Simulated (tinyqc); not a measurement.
Worked calculation: deep trap from a strong local potential in a two-band host (Koster-Slater model with semi-elliptic bands). Computed by tinyqc, a small Python program that keeps every step. Command: `OMP_NUM_THREADS=1 python tinyqc.py 3012636 3012637 out.jsonl deeptrap walk`. One thread of a shared host (Intel(R) Xeon(R) Processor @ 2.30GHz), about 0.03 s of CPU time with the checks. Intermediate numbers are printed to about 7 digits and carried at full precision; extremes and crossings named in words are read from the listed rows.

The valence band spans -2 W_v to 0 and the conduction band E_g to E_g + 2 W_c. The orbital at the impurity site has weight f_v in the valence band and 1 - f_v in the conduction band, each spread as a semi-ellipse (2/(pi W^2)) sqrt(W^2 - x^2) about the band centre. The impurity adds U to this orbital. Spin is left out.

Inputs (values chosen for the exercise, for a model semiconductor):

| quantity | value | unit |
|---|---|---|
| gap E_g | 5.44 | eV |
| half-width of the valence band W_v | 3 | eV |
| half-width of the conduction band W_c | 5.1 | eV |
| valence weight f_v of the site orbital | 0.44 | - |
| impurity potential U | 5.48 | eV |
| levels per band n | 4 | - |
| trial energy E | 4.04 | eV |

Impurity: repulsive, acceptor-like.

## Green function at the trial energy

In the gap G(E) = f_v (2/W_v^2)[x - sqrt(x^2 - W_v^2)] - (1 - f_v)(2/W_c^2)[y - sqrt(y^2 - W_c^2)], x = E + W_v, y = E_g + W_c - E. The potential that would put a level at E is U = 1/G(E).

valence part = 0.06562855 1/eV

conduction part = -0.1063639 1/eV

G(E) = -0.04073535 1/eV

potential needed = -24.54870 eV

## Thresholds and the vacancy level

G falls across the gap from G(0) to G(E_g). A repulsive U binds if U > 1/G(0), an attractive one if U < 1/G(E_g); the vacancy level (U infinite) solves G(E) = 0 (bisection).

G(0) = 0.2366646 1/eV

G(E_g) = -0.1657154 1/eV

repulsive threshold = 4.225390 eV

attractive threshold = -6.034441 eV

vacancy level = 2.773018 eV

## The trap level

The trap level solves G(E) = 1/U (bisection). With D = -dG/dE = D_v + D_c, D_v = f_v (2/W_v^2)[x/sqrt(x^2 - W_v^2) - 1] and D_c = (1 - f_v)(2/W_c^2)[y/sqrt(y^2 - W_c^2) - 1], the weight on the impurity orbital is 1/(U^2 D) and the conduction-band character is D_c/D.

trap level E_t = 0.06179254 eV

weight on the impurity orbital = 0.08374916

conduction-band character = 0.01567576

depth below the conduction band = 5.378207 eV

The level comes up from the valence band and has covered 2 % of the way to the vacancy level, which it can never pass; 92 % of the state lies on host orbitals.

## The same problem as a small matrix

Each band is replaced by n levels e_k = centre + W cos(k pi/(n + 1)) with weights w_k = f (2/(n + 1)) sin^2(k pi/(n + 1)), k = 1..n (valence first); H_kl = e_k delta_kl + U sqrt(w_k w_l).

host levels e_k (eV): -0.57295  -2.07295  -3.92705  -5.42705  14.66599  12.11599  8.96401  6.41401

weights w_k: 0.0608065  0.1591935  0.1591935  0.0608065  0.0773901  0.2026099  0.2026099  0.0773901

H (eV):
```
          1         2         3         4         5         6         7        8
1  -0.23973   0.53916   0.53916   0.33322   0.37592   0.60826   0.60826  0.37592
2   0.53916  -1.20057   0.87238   0.53916   0.60826   0.98418   0.98418  0.60826
3   0.53916   0.87238  -3.05467   0.53916   0.60826   0.98418   0.98418  0.60826
4   0.33322   0.53916   0.53916  -5.09383   0.37592   0.60826   0.60826  0.37592
5   0.37592   0.60826   0.60826   0.37592  15.09008   0.68620   0.68620  0.42410
6   0.60826   0.98418   0.98418   0.60826   0.68620  13.22629   1.11030  0.68620
7   0.60826   0.98418   0.98418   0.60826   0.68620   1.11030  10.07432  0.68620
8   0.37592   0.60826   0.60826   0.37592   0.42410   0.68620   0.68620  6.83811
```

## Levels of the small matrix

Diagonalise H (2n rows). The trap level, between the highest valence and the lowest conduction e_k, is number n + 1 from below for an attractive impurity and number n for a repulsive one.

levels (eV): -5.27489  -3.44529  -1.37982  -0.01813  6.69802  9.84347  13.38917  15.82747

trap level of the matrix = -0.01813208 eV

It misses the Green-function level by -0.0799 eV; with so few levels per band it even lies inside the true band.

## Chemical trend: level against potential

U is 1.05, 1.2, 1.5, 2, 3, 5, 10 and 30 times the threshold, rounded to three digits; the largest values are formal and only show the vacancy limit.

Trend:

| U (eV) | E_t (eV) | weight on the impurity | conduction character | E_t - vacancy level (eV) |
|---|---|---|---|---|
| 4.44 | 0.002368 | 0.0213953 | 0.0025927 | -2.770650 |
| 5.07 | 0.030979 | 0.0654884 | 0.0104169 | -2.742038 |
| 6.34 | 0.144621 | 0.1059784 | 0.0270746 | -2.628397 |
| 8.45 | 0.386554 | 0.1169957 | 0.0562862 | -2.386464 |
| 12.70 | 0.839421 | 0.0932892 | 0.1137602 | -1.933597 |
| 21.10 | 1.425797 | 0.0509193 | 0.2016614 | -1.347221 |
| 42.30 | 2.039065 | 0.0161160 | 0.3103275 | -0.733953 |
| 127.00 | 2.519183 | 0.0019719 | 0.4048893 | -0.253834 |

dE_t/dU equals the weight on the impurity, which peaks at 0.117 (U = 8.45 eV) and falls to 0.0020 in the last row, so beyond the peak each further eV of potential moves the level less. The level nears the vacancy level, 2.773 eV, as 1/U: it is 0.734 eV away at 10 times the threshold and 0.254 eV at 30 times, and the state is then host-like.

## Opening the gap, as alloying or pressure does

The conduction band is shifted rigidly; widths, weights and U stay.

Against the gap:

| E_g (eV) | E_t (eV) | depth below E_c (eV) | conduction character |
|---|---|---|---|
| 2.72 | 0.0164582 | 2.703542 | 0.01620823 |
| 3.54 | 0.0302603 | 3.509740 | 0.01713193 |
| 4.35 | 0.0440531 | 4.305947 | 0.01680349 |
| 4.90 | 0.0531596 | 4.846840 | 0.01628669 |
| 5.44 | 0.0617925 | 5.378207 | 0.01567576 |
| 6.26 | 0.0742384 | 6.185762 | 0.01467296 |
| 7.07 | 0.0857190 | 6.984281 | 0.01367857 |
| 8.70 | 0.1064714 | 8.593529 | 0.01182613 |

As the conduction band moves up by 5.980 eV the level follows by 0.090 eV, a mean slope of 0.02; the local slope is the conduction character. A shallow donor would follow with slope 1 and a shallow acceptor with slope 0.

Checks made by the program: closed form against a 4000-point quadrature of the densities of states (relative difference below 1e-10); 200 levels per band against the Green function (relative difference below 1e-10).
